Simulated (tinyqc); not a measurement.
Charge control and current of a heterostructure field-effect transistor: one step, computed by the program tinyqc. Command: `OMP_NUM_THREADS=1 python tinyqc.py 3031874 3031875 out.jsonl hemt walk`. One thread of a shared host (Intel(R) Xeon(R) Processor @ 2.30GHz), about 0.01 s of CPU time with the checks.

Two subbands in a triangular well; E_F is counted from the conduction band edge of the channel at the interface.

Task: Levels and gate capacitance. Charge control: n_s = C_b (V_G - V_T - E_F/e)/e. Well: mean field F = e n_s/(2 eps eps_0), E_i = (hbar^2/2m)^(1/3) [(3 pi e F/2)(i + 3/4)]^(2/3), i = 0, 1; n_s = D k_B T sum_i ln(1 + exp((E_F - E_i)/k_B T)), D = m/(pi hbar^2), which is solved in closed form for E_F. C_g = e dn_s/dV_G = 1/(1/C_b + 1/C_q), 1/C_q = d(E_F/e)/d(e n_s) by a central difference of +/- 0.1 % in n_s; added distance dd = eps eps_0/C_q.

Inputs (values chosen for the exercise, modelled on AlGaN/GaN):

| quantity | value | unit |
|---|---|---|
| channel mass m | 0.19 | m_0 |
| permittivity eps (barrier and channel) | 9.32 | - |
| conduction band offset dE_c | 0.53 | eV |
| temperature T | 300 | K |

Charge source: polarisation. Velocity law: two-piece.

sheet density n_s = 1.579218e+13 1/cm^2

barrier capacitance C_b = 0.3056334 microfarad/cm^2

Constants: k_B = 8.617333262e-05 eV/K; e = 1.602176634e-19 C; eps_0 = 8.8541878128e-12 F/m; hbar = 1.054571817e-34 J s; m_0 = 9.1093837015e-31 kg; k_B = 1.380649e-23 J/K.

Give: E_0; E_1; E_F; share in the second subband; gate capacitance C_g; added distance dd.

Result:

E_0 = 389.0 meV

E_1 = 684.4 meV

E_F = 587.4 meV

share in the second subband = 0.3016 %

gate capacitance C_g = 0.2896 microfarad/cm^2

added distance dd = 1.495 nm

C_g is 95 % of C_b: the finite density of states and the rise of E_0 act as 1.5 nm of extra barrier. Caution: E_F lies above the conduction band minimum of the barrier, so electrons would spill into the barrier.
